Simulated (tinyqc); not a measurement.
Straight dislocations in isotropic elasticity: fields, energies, partials, Peierls stress and walls. Changing the unstable fault energy gamma_us. Computed by tinyqc, a small Python program. Command: `OMP_NUM_THREADS=1 python tinyqc.py 3001987 3001988 out.jsonl disloc sweep`. One thread of a shared host (Intel(R) Xeon(R) Processor @ 2.30GHz), about 0.01 s of CPU time with the checks.

The line runs along z, the glide plane is y = 0, and beta is the angle between b and the line (0 screw, 90 degrees edge): b_e = b sin(beta) along +x with the extra half plane at y > 0, b_s = b cos(beta). Stress is positive in tension.

Inputs (values chosen for the exercise, modelled on silicon): shear modulus G = 70.1 GPa; Poisson ratio nu = 0.212; Burgers vector b = 3.84 angstrom; dislocation density rho = 4.3e+10 1/m^2; core radius r0/b = 0.5.

Character: screw.

Constants: 1 eV/angstrom^3 = 160.2176634 GPa.

Method:
- Energy factor K = G [cos^2(beta) + sin^2(beta)/(1 - nu)].
- E = K b^2/(4 pi) ln(R/r0) with R = 1/(2 sqrt(rho)); tension T = E + d^2E/d(beta)^2 = G b^2 [1 + nu - 3 nu sin^2(beta)]/(4 pi (1 - nu)) ln(R/r0). The core energy is taken into r0.
- Misfit energy gamma(u) = (gamma_us/2)(1 - cos(2 pi u/b)), so the largest restoring stress is tau_max = pi gamma_us/b; u(x) = b/2 + (b/pi) arctan(x/zeta), zeta = K b/(4 pi tau_max). Summing the misfit energy over atomic rows a' apart gives, for a wide core, W_P = (K b^2/pi) exp(-2 pi zeta/a') and sigma_P = (K b/a') exp(-2 pi zeta/a'); a' = b/2 for edge and 30-degree lines, b sqrt(3)/2 for screw and 60-degree lines.

One run for each value; columns: (1) unstable fault energy gamma_us (mJ/m^2); (2) half width zeta (angstrom); (3) Peierls stress sigma_P (MPa); (4) Peierls barrier W_P (meV/nm); (5) tau_max (GPa):
```
(1)      (2)    (3)     (4)     (5)
804   3.2566    172    43.7   6.578
1010  2.5924    604   153.2   8.263
1270  2.0617   1646   417.7  10.390
1600  1.6364   3676   932.7  13.090
2010  1.3026   6907  1752.4  16.444
2530  1.0349  11455  2906.3  20.699
3180  0.8234  17084  4334.2  26.016
4000  0.6546  23501  5962.3  32.725
5020  0.5216  30214  7665.6  41.070
```

Over the rows, half width zeta (angstrom) falls from 3.26 to 0.522 (exponent d ln y / d ln x about -1.0 throughout); Peierls stress sigma_P (MPa) rises from 172 to 30200 (exponent d ln y / d ln x 5.5 between the first rows and 1.1 between the last); Peierls barrier W_P (meV/nm) rises from 43.7 to 7670 (exponent d ln y / d ln x 5.5 between the first rows and 1.1 between the last). The exponent of half width zeta stays at -1: a stiffer glide plane narrows the core. sigma_P spans 2.2 decades while gamma_us changes by a factor 6.2: the width sits in an exponent. Stiff directional bonds give narrow cores and hard crystals.

Caution (all rows): in covalent crystals lines are dissociated and reconstructed and move by kinks, so this sinusoidal model gives only the trend. Caution (rows 1600, 2010, 2530, 3180, 4000, 5020): for a core this narrow higher harmonics of the row sum matter and the wide-core formula is rough.
